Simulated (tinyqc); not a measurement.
Six-band Luttinger-Kohn model with strain: sweeps and comparisons. A value that a table varies takes the place of the one given here.

Six-band Luttinger-Kohn model in the basis |3/2,3/2>, |3/2,1/2>, |3/2,-1/2>, |3/2,-3/2>, |1/2,1/2>, |1/2,-1/2>, electron energies, zero at the top of the unstrained valence band. H = -[rows: (P+Q, -S, R, 0, -S/r2, r2 R); (-S*, P-Q, 0, R, -r2 Q, r32 S); (R*, 0, P-Q, S, r32 S*, r2 Q); (0, R*, S*, P+Q, -r2 R*, -S*/r2); (-S*/r2, -r2 Q, r32 S, -r2 R, P+Dso, 0); (r2 R*, r32 S*, r2 Q, -S/r2, 0, P+Dso)], r2 = sqrt(2), r32 = sqrt(3/2). Levels are twofold.

P = c g1 k^2 - av tr(e); Q = c g2 (kx^2 + ky^2 - 2 kz^2) - (b/2)(exx + eyy - 2 ezz); R = c sqrt3 [-g2 (kx^2 - ky^2) + 2i g3 kx ky] + (sqrt3/2) b (exx - eyy) - i d exy; S = 2 c sqrt3 g3 (kx - i ky) kz - d (exz - i eyz); c = hbar^2/2m0, e the strain tensor (not engineering shear).

s11 = (C11 + C12)/((C11 - C12)(C11 + 2 C12)), s12 = -C12/((C11 - C12)(C11 + 2 C12)), s44 = 1/C44; exx = s11 sxx + s12 (syy + szz) and cyclic, exy = s44 sxy/2; tension is positive. A uniaxial stress X along the unit vector n is s_ij = X n_i n_j.

Constants: hbar^2/2m0 = 3.80998211 eV angstrom^2.

Parameters, chosen for this exercise (near those of Ge; shifted at random, so the results belong to these values and not to a real crystal):
```
symbol  value           unit  meaning
Dso     0.292           eV    spin-orbit splitting
g1      13.18                 Luttinger gamma1
g2      4.24                  gamma2
g3      5.63                  gamma3
av      1.17            eV    valence hydrostatic potential
b       -2.66           eV    tetragonal shear potential
d       -5.34           eV    trigonal shear potential
C11     122.3           GPa
C12     49.7            GPa
C44     64.7            GPa
load    uniaxial [100]        kind of stress
X1      1.2             GPa   size of the stress
E_h     20              meV   hole energy below the top
X       0.59            GPa   stress
```

## Sweep of a uniaxial [100] stress

Edges at k = 0 and curvature masses of the top pair along [100] and [001] (step 0.0002 1/angstrom); at zero stress the top is fourfold and has no single curvature.

Edges and masses:
```
X (GPa)  top (eV)  second (eV)  third (eV)  splitting (meV)  m [100]  m [001]
-3.00      0.1472      -0.1257     -0.3609            272.9    0.036    0.175
-2.00      0.0901      -0.0838     -0.3299            173.9    0.037    0.160
-1.00      0.0393      -0.0419     -0.3053             81.3    0.040    0.138
0.00       0.0000       0.0000     -0.2920              0.0        -        -
1.00       0.0419      -0.0212     -0.2968             63.2    0.213    0.057
2.00       0.0838      -0.0214     -0.3227            105.3    0.213    0.057
3.00       0.1257      -0.0050     -0.3653            130.7    0.213    0.057
```

What can be read from the table?

The splitting reaches 272.9 meV under compression and 130.7 meV under the same tension; linear shear terms alone would make the two equal, and the difference comes from the coupling to the split-off band. At the ends of the sweep the top pair has a mass along [100] of 0.036 under compression and 0.213 under tension, so compression gives the lighter holes along [100]; along [001] it has 0.175 and 0.057. The top edge itself moves by +147 and +126 meV. The ends of the sweep mean strains up to 3.2 %, beyond the range of linear deformation potentials.

## Which stress helps holes along [110]

Each load has size X1 (biaxial: sxx = syy); masses are curvatures of the top pair at k = 0.

Results:
```
load                         splitting (meV)  top edge (meV)  m [110]  m [001]
uniaxial [110], compression             71.6            32.9    0.037    0.152
uniaxial [110], tension                 59.5            40.1    0.303    0.049
uniaxial [100], compression             99.1            48.8    0.061    0.143
uniaxial [100], tension                 73.2            50.3    0.090    0.057
uniaxial [111], compression             62.2            27.3    0.048    0.076
uniaxial [111], tension                 51.1            34.9    0.132    0.076
biaxial (001), compression              73.2            31.3    0.057    0.213
biaxial (001), tension                  99.1            67.8    0.143    0.039
```

What does this show, and why?

The lightest mass along [110] (0.037) comes with uniaxial [110], compression. The largest splitting (99.1 meV) comes with uniaxial [100], compression; biaxial (001), tension. The heaviest mass along [001] (0.213), which lowers the confinement energy in a (001) channel, comes with biaxial (001), compression. The splitting per GPa follows b (s11 - s12) for loads along cube axes and d s44 for [111]: here 2 |b| (s11 - s12) = 73.3 and |d| s44/sqrt3 = 47.7 meV per GPa in the limit of large Dso; where the splitting nears Dso, mixing with the split-off band makes it depend on the sign of the load.

## Warping of the constant-energy contours (six-band Luttinger-Kohn model)

No strain (e = 0). In the plane kz = 0, |k| where the top and second pairs lie E_h below the top, against the angle from [100]; m = c k^2/E_h.

Contours:
```
angle (degrees)  k top (1/angstrom)  k second (1/angstrom)  m top (m0)  m second (m0)
0                            0.0334                 0.0157       0.213          0.047
9                            0.0343                 0.0157       0.224          0.047
18                           0.0368                 0.0155       0.258          0.046
27                           0.0407                 0.0153       0.315          0.044
36                           0.0450                 0.0151       0.386          0.044
45                           0.0471                 0.0151       0.423          0.043
```

How do the results move?

The heavy contour reaches 1.411 times as far along [110] as along [100], the light one 0.957 times. The warping follows g3 - g2 = 1.39 and would vanish for g2 = g3. Along [100] the heavy mass is 1/(g1 - 2 g2) = 0.213 at any energy, while the light one is 0.0472, against 1/(g1 + 2 g2) = 0.0462 at the edge, for E_h/Dso = 0.07.

## What each parameter does

Edges at k = 0 under a uniaxial [100] stress X and the curvature mass of the top pair along [100] (step 0.0002 1/angstrom). Each row changes one parameter from the base and keeps the others.

Results:
```
case             top (eV)  second (eV)  third (eV)  mass (m0)
base               0.0247      -0.0151     -0.2923      0.213
b = -3.192 eV      0.0291      -0.0179     -0.2939      0.213
g2 = 5.088         0.0247      -0.0151     -0.2923      0.333
g1 = 15.816        0.0247      -0.0151     -0.2923      0.136
av = 0.936 eV      0.0241      -0.0157     -0.2929      0.213
C44 = 51.76 GPa    0.0247      -0.0151     -0.2923      0.213
g3 = 6.756         0.0247      -0.0151     -0.2923      0.213
Dso = 0.234 eV     0.0247      -0.0142     -0.2352      0.213
```

What can be read from the table?

The largest shifts from the base row, up to three for each result and ties (the steps differ in size, so this ranks the rows, not the parameters). top (eV): b +0.0043, av -0.0006; unchanged at the printed digits by g2, g1, C44, g3 and Dso. second (eV): b -0.0028, Dso +0.0009, av -0.0006; unchanged at the printed digits by g2, g1, C44 and g3. third (eV): Dso +0.0571, b -0.0016, av -0.0006; unchanged at the printed digits by g2, g1, C44 and g3. mass (m0): g2 +0.120, g1 -0.076; unchanged at the printed digits by b, av, C44, g3 and Dso. The Luttinger parameters multiply k^2 and cannot move the edges; av shifts all edges alike and leaves the mass.

Run: tinyqc, `OMP_NUM_THREADS=1 python tinyqc.py 1080073 1080074 out.jsonl`; Intel(R) Xeon(R) Processor @ 2.30GHz, one thread, shared host; about 0.2 s of CPU time with all checks.
